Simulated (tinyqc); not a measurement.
# Changing the crack length L

Model: wafer bonding and layer transfer: bond energy, gap closing, particles, bonding of dissimilar wafers and hydrogen blisters. Computed by tinyqc, a small Python program. Command: `OMP_NUM_THREADS=1 python tinyqc.py 3018189 3018190 out.jsonl bond sweep`. One thread of a shared host (Intel(R) Xeon(R) Processor @ 2.30GHz), about 0.01 s of CPU time with the checks.

gamma is the energy per area of each of the two surfaces; plates are isotropic.

Inputs (values chosen for the exercise, with wafer 1 close to silicon):
```
quantity,value,unit
Young's modulus E1,154,GPa
Young's modulus E2,105,GPa
Poisson ratio nu,0.26,-
thickness t1,775,micrometre
thickness t2,350,micrometre
blade thickness t_b,50,micrometre
particle radius h,0.28,micrometre
radius of a shallow gap R,1.2,mm
half height of the gap h_g,11,nm
```

Pair: two different wafers.

Method:
- Two cantilevers opened by t_b: gamma = 3 t_b^2 E1 t1^3 E2 t2^3/(16 L^4 (E1 t1^3 + E2 t2^3)).
- E' = E1/(1 - nu^2), equal wafers of thickness t1 assumed. A gap of radius R closes if h_g < h_c: h_c = R^2/sqrt((2/3) E' t1^3/gamma) for R > 2 t1 (plate bending), h_c = 3.6 sqrt(R gamma/E') for R < 2 t1 (local deformation).
- E' = E1/(1 - nu^2), equal wafers assumed. Void radius in the plate regime: R_v = [(2/3) E' t1^3/gamma]^(1/4) h^(1/2). Below h_crit = 5 sqrt(t1 gamma/E') the wafers deform locally and R_v is of the order of h (taken as h).

One run for each value:
```
crack length L (mm),bond energy gamma (J/m^2),void radius (micrometre),closable height h_c (nm)
5.5,2.170,2.800e-01,452.0
6.3,1.260,2.800e-01,344.5
7.4,0.662,1.570e+03,249.7
8.6,0.363,1.824e+03,184.9
10.0,0.199,2.121e+03,136.7
```

Over the rows, bond energy gamma (J/m^2) falls from 2.17 to 0.199 (exponent d ln y / d ln x about -4.0 throughout); void radius (micrometre) rises from 0.280 to 2120, flat over part of the range; closable height h_c (nm) falls from 452 to 137 (exponent d ln y / d ln x about -2.0 throughout). The exponent of bond energy gamma stays at -4: beam compliance goes as L^3.  Left out: 3.50, 4.00, 4.70 (bond energy out of the physical range).

Caution (all rows): the crack is short against the thickness, so root rotation and shear add to the beam formula.
